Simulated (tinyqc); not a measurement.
Sweep of a uniaxial [111] strain: strain-driven crossing of the Gamma and L valleys in a germanium-like crystal.

Biaxial loads: e0 is the in-plane strain e_par and the normal is free. (001): e_perp = -2 (C12/C11) e_par; exx = eyy = e_par, ezz = e_perp, no shear. (111): e_perp = -(2 C11 + 4 C12 - 4 C44)/(C11 + 2 C12 + 4 C44) e_par; exx = eyy = ezz = (2 e_par + e_perp)/3 and exy = eyz = ezx = (e_perp - e_par)/3. (110): e_perp = -(C11 + 3 C12 - 2 C44)/(C11 + C12 + 2 C44) e_par; exx = eyy = (e_par + e_perp)/2, ezz = e_par, exy = (e_perp - e_par)/2, eyz = ezx = 0. Uniaxial loads: a stress along n, scaled so that n.e.n = e0, with exx = s11 sxx + s12 (syy + szz), exy = s44 sxy/2, s11 = (C11 + C12)/((C11 - C12)(C11 + 2 C12)), s12 = -C12/((C11 - C12)(C11 + 2 C12)), s44 = 1/C44.

Edges from the unstrained valence top: Gamma at Eg + ac tr(e); an L valley with unit axis u at EgL + aL tr(e) + XuL (u.e.u - tr(e)/3), u along [111], [1-1-1], [-11-1], [-1-11]; valence edges are the levels of the 6 x 6 matrix of X, Y, Z times spin with -Dso/3 + l exx + m (eyy + ezz) on the diagonal (cyclic), n exy off it, l = av + 2 b, m = av - b, n = sqrt(3) d. Spin-orbit term (Dso/3) L.sigma on X, Y, Z with (L_k)_ij = -i epsilon_kij: <X+|H|Y+> = -i Dso/3, <X+|H|Z-> = Dso/3, <Y+|H|Z-> = -i Dso/3, <Z+|H|X-> = -Dso/3, <Z+|H|Y-> = i Dso/3, <X-|H|Y-> = i Dso/3, and their conjugates; + and - are the spin along z.

Constants: kB = 8.617333262e-05 eV/K.

Parameters, chosen for this exercise (near those of Ge, gaps at low temperature; the results hold for these values, not for the real material):
- Eg = 0.889 eV (gap at Gamma to the s-like level)
- EgL = 0.734 eV (gap to L)
- Dso = 0.293 eV (spin-orbit splitting)
- ac = -8.09 eV (conduction deformation potential)
- av = 1.22 eV (valence hydrostatic potential)
- b = -2.57 eV (tetragonal shear potential)
- d = -5.31 eV (trigonal shear potential)
- aL = -1.5 eV (hydrostatic potential of the L edge, Xd + Xu/3)
- XuL = 16.62 eV (uniaxial potential, L)
- C11 = 126.8 GPa
- C12 = 47.5 GPa
- C44 = 65.6 GPa
- load = uniaxial [111] (kind of strain)
- mG = 0.0412 m0 (mass at Gamma)
- mL = 0.574 m0 (density-of-states mass of the four L valleys together)
- T = 300 K (temperature)

The valence splitting is the distance of the top two edges. Share in Gamma = mG^(3/2)/(mG^(3/2) + (mL^(3/2)/4) sum_i exp(-(E_Li - E_Gamma)/kT)).

Results:
```
e0 (%)  direct gap (eV)  indirect gap (eV)  Gamma - L (meV)  valence splitting (meV)  share in Gamma (%)
0.00              0.889              0.734              155                        0             0.00479
0.80              0.810              0.657              153                       51             0.00686
1.60              0.730              0.579              151                       89             0.00739
2.40              0.651              0.502              149                      115             0.00795
3.20              0.571              0.424              147                      133             0.00856
4.00              0.492              0.347              146                      145             0.00921
4.80              0.413              0.269              144                      153             0.00991
5.60              0.333              0.192              142                      160              0.0107
```

The gap stays indirect over the sweep. The direct gap goes from 0.889 to 0.333 eV; of that change -0.199 eV comes from the rise of the valence top through the shear terms and the rest from the volume. The share in Gamma goes from 0.00479 to 0.0107 %. Beyond about 3 % terms of second order in the strain, left out here, matter.

tinyqc: `OMP_NUM_THREADS=1 python tinyqc.py 1051507 1051508 out.jsonl`; about 0.01 s, one thread, shared Intel(R) Xeon(R) Processor @ 2.30GHz.
